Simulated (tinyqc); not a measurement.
Length of a molecular wire: coherent transport through a tight-binding bridge. Computed by the program tinyqc. 

A uniform bridge between two chains:
```
parameter                        value
site energy (eV)              0.490000
hopping in the bridge (eV)    1.150000
lead hopping (eV)             1.700000
couplings (eV)              0.42, 0.76
E (eV)                        0.460000
```

T = Gamma_L Gamma_R |G_1n|^2 with the self-energies of semi-infinite chains.

Transmission against length:
```
sites           T     ln T
2      9.9874e-02  -2.3038
3      6.6803e-01  -0.4034
4      1.0037e-01  -2.2989
5      6.4433e-01  -0.4395
6      1.0098e-01  -2.2928
7      6.1788e-01  -0.4815
8      1.0172e-01  -2.2855
9      5.8958e-01  -0.5283
10     1.0259e-01  -2.2770
```

E lies inside the band of the bridge (|E - e|/2h = 0.013 < 1): T does not decay but oscillates with length, between 0.100 and 0.668 here, as levels of the bridge pass E.
